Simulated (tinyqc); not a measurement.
# Worked calculation: band bending at a free surface with one surface level, surface photovoltage and Kelvin probe

Computed by the program tinyqc: `OMP_NUM_THREADS=1 python tinyqc.py 2430111 2430112 out.jsonl`, one thread of a shared Intel Xeon 2.30GHz, about 0.01 s for the whole run. Printed values are rounded.

n-type bulk, xi = Ec - EF = Vt ln(Nc/Nd), p0 = ni^2/Nd, ni = sqrt(Nc Nv) exp(-Eg/(2 Vt)), Eg in volts. b is the upward band bending, u = b/Vt. Space charge per area, in units of q: Qc = sign(b) sqrt((2 eps0 eps_r Vt/q) [(Nd + dn)(exp(-u) - 1) + Nd u + (p0 + dn)(exp(u) - 1)]), with dn the excess density under light (flat quasi-Fermi levels; 0 in the dark). The level holds -Ns f, f = 1/(1 + exp((xi + b - Es)/Vt)). Neutrality: Qc + Qf + (charge of the states) = 0.

Parameters, values chosen for the exercise; band and dielectric values close to those of gallium arsenide: temperature T = 300 K; band gap Eg = 1.42 eV; relative permittivity eps_r = 12.7; conduction-band density of states at T Nc = 4.49e17 cm^-3; valence-band density of states at T Nv = 8.94e18 cm^-3; electron affinity chi = 4.08 eV; donor density Nd = 4.5e16 cm^-3; fixed positive charge at the surface Qf = 4.9e10 cm^-2; work function of the probe tip pt = 5.04 eV; density of an acceptor-like surface level Ns = 7.2e12 cm^-2; its depth below the conduction edge Es = 0.65 eV; excess carrier density under light dn = 1.3e14 cm^-3.

Constants: q = 1.602176634e-19 C, kB = 1.380649e-23 J/K, Vt = kB T/q, eps0 = 8.8541878128e-14 F/cm where lengths are in cm. Results are converted to the units shown.

## Bulk quantities

xi, ni, p0, the Debye length sqrt(eps0 eps_r Vt/(q Nd)) and the flat-band work function chi + xi.

xi = 0.05946892 eV
ni = 2.367647e6 cm^-3
p0 = 1.245722e-4 cm^-3
Debye length = 20.07991 nm
chi + xi = 4.139469 eV

## Charges against band bending

```
point,b (V)
0,0.195
1,0.325
2,0.454
3,0.584
4,0.714
5,0.844
6,0.974
```

Evaluate Qc, the surface charge Qf - Ns f and their sum in the dark; the root lies where the sum changes sign.

```
point,Qc (cm^-2),surface charge (cm^-2),sum (cm^-2)
0,3.268837e11,-7.150998e12,-6.824115e12
1,4.346958e11,-7.150751e12,-6.716055e12
2,5.200430e11,-7.114566e12,-6.594523e12
3,5.937682e11,-4.003337e12,-3.409569e12
4,6.593002e11,-1.118667e10,6.481135e11
5,7.188830e11,4.860261e10,7.674856e11
6,7.738927e11,4.899740e10,8.228901e11
```

The sum rises steadily with b, so there is one root; bisection gives b = 0.64912 V.

## Work function and Kelvin-probe reading

converged b = 0.6491198 V

Work function chi + xi + b; contact potential difference CPD = (work function of the sample) - pt. Depth of EF below Ec at the surface: xi + b. Depletion width Qc/Nd.

xi + b = 0.7085888 eV
Qc = 6.274507e11 cm^-2
Qc/Nd = 139.4335 nm
work function = 4.788589 eV
CPD = -251.4112 mV

The level is 9.40 % filled: the Fermi level is pinned at it.

## Surface photovoltage

Under chopped light the surface charge keeps its dark value, so b falls to bL with Qc(bL, dn) = Qc(b, 0); the photovoltage is b - bL. Qc rises with b, so bL follows by bisection.

bL = 0.2235735 V
photovoltage = 425.5463 mV
share of b removed = 65.55744 %
excess holes at the surface, dn exp(bL/Vt) = 7.409911e17 cm^-3
